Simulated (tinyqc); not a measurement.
Stoner model of a band ferromagnet: one step. The ground state. Two cases, with inputs chosen for the exercise.

Task: Take the lowest of E(0), the stationary points e(n_up) - e(n_down) = I m, and saturation.

Density of states per atom and spin: semi-elliptic, D(e) = (8 M/(pi W^2)) sqrt(W^2/4 - e^2). Levels e -/+ I m/2 for up and down spin, m = n_up - n_down, n_up + n_down = nd. At zero temperature e(N) is the energy below which N states lie, and E(m) = sum over spins of integral e D de - I m^2/4.

Give: m; exchange splitting I m; E - E(0); n_up, n_down.

Case 1.

Values chosen: W = 5.4 eV (band width, e from -W/2 to W/2); M = 5 (states per atom and spin); nd = 4.29 (electrons per atom); I = 0.92 eV (Stoner parameter).

Result:

m = 3.560 muB
exchange splitting I m = 3.276 eV
E - E(0) = -117.7 meV

n_up, n_down: 3.925  0.365

Both spin bands cross the Fermi level (a weak ferromagnet).

Case 2.

Values chosen: W = 5 eV (band width, e from -W/2 to W/2); M = 5 (states per atom and spin); nd = 8.15 (electrons per atom); I = 1.3 eV (Stoner parameter).

Result:

m = 1.850 muB
exchange splitting I m = 2.405 eV
E - E(0) = -286.4 meV

n_up, n_down: 5.000  3.150

The moment is saturated (a strong ferromagnet): the majority band is full.

Computed by tinyqc, one run a case: `OMP_NUM_THREADS=1 python tinyqc.py N N+1 out.jsonl` with N = 1682542, 1682678; one thread of a shared Intel(R) Xeon(R) Processor @ 2.30GHz, about 0.5 s a run at most.
